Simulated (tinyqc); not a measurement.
# Changing the longitudinal mass m_l

Model: strain, valley repopulation and piezoresistance in a many-valley conduction band. Computed by tinyqc, a small Python program. Command: `OMP_NUM_THREADS=1 python tinyqc.py 3011072 3011073 out.jsonl valleys sweep`. One thread of a shared host (Intel(R) Xeon(R) Processor @ 2.30GHz), about 0.05 s of CPU time with the checks.

Valleys are ellipsoids with mass m_l along the axis a and m_t across it, parabolic, with one constant relaxation time; strain shifts the valleys and leaves the masses alone. Currents are taken along [110], along the load, and along [1-10], across the load.

Inputs (values chosen for the exercise, modelled on germanium):
```
quantity                               value    unit
transverse mass m_t                   0.0831     m_0
shear deformation potential Xi_u        16.5      eV
dilation deformation potential Xi_d     -4.5      eV
C11                                      128     GPa
C12                                     48.1     GPa
C44                                     66.3     GPa
stress X (tension positive)             -150     MPa
electron density n                   3.4e+18  1/cm^3
relaxation time tau                       87      fs
temperature T                             77       K
```

Valley axes: <111> (4 valleys). Load: uniaxial [110].

Constants: k_B = 8.617333262e-05 eV/K; m_0 = 9.1093837015e-31 kg; k_B = 1.380649e-23 J/K; hbar = 1.054571817e-34 J s; e = 1.602176634e-19 C.

Method:
- Compliances S11 = (C11 + C12)/((C11 - C12)(C11 + 2 C12)), S12 = -C12/((C11 - C12)(C11 + 2 C12)), S44 = 1/C44; stress sigma_ij = X n_i n_j for the unit vector n of the load; e_xx = S11 sigma_xx + S12 (sigma_yy + sigma_zz), e_xy = S44 sigma_xy/2 (tensor strain).
- Herring-Vogt shift of a valley with unit axis a: dE = Xi_d tr(e) + Xi_u a.e.a.
- Each of the 4 valleys holds n_v = N_v (2/sqrt(pi)) F_1/2((E_F - dE_v)/(k_B T)), N_v = 2 (m_d k_B T/(2 pi hbar^2))^(3/2), m_d = (m_l m_t^2)^(1/3); E_F solves sum n_v = n and is counted from the unstrained edge.
- F_j(eta) = int_0^infinity x^j/(1 + exp(x - eta)) dx, without a gamma-function factor. It is evaluated after integrating by parts.
- Integrals over x = E/(k_B T) use 160 Gauss-Legendre points in u = sqrt(x) from 0 to sqrt(max(eta, 0) + 32).
- Mobility tensor mu = e tau sum_v (n_v/n) [1/m_t + (1/m_l - 1/m_t) a a^T]; unstrained mu_0 = e tau (1/m_l + 2/m_t)/3; resistivity along d from the inverse tensor, rho_d = d.mu^-1.d/(n e), mobility along d = 1/(d.mu^-1.d); gauge pi_d = (rho_d/rho_0 - 1)/X.

One run for each value; columns: (1) longitudinal mass m_l (m_0); (2) resistance change along the first direction (%); (3) resistance change along the second direction (%); (4) unstrained mobility mu_0 (cm^2/(V s)):
```
(1)     (2)     (3)   (4)
0.10   1.47   -1.43  1738
0.15   5.03   -4.57  1568
0.22   8.72   -7.43  1459
0.33  12.84  -10.22  1382
0.50  17.20  -12.80  1330
0.74  21.33  -14.95  1297
1.10  25.45  -16.87  1274
1.70  29.82  -18.68  1258
```

Describe and explain the trends.

Over the rows, resistance change along the first direction (%) rises from 1.47 to 29.8 (exponent d ln y / d ln x 3.0 between the first rows and 0.36 between the last); resistance change along the second direction (%) falls from -1.43 to -18.7 (exponent d ln y / d ln x 2.9 between the first rows and 0.23 between the last); unstrained mobility mu_0 (cm^2/(V s)) falls from 1740 to 1260 (exponent d ln y / d ln x -0.25 between the first rows and -0.030 between the last). Repopulation acts only through the mass anisotropy, (m_l - m_t)/(2 m_l + m_t), which tends to 1/2.
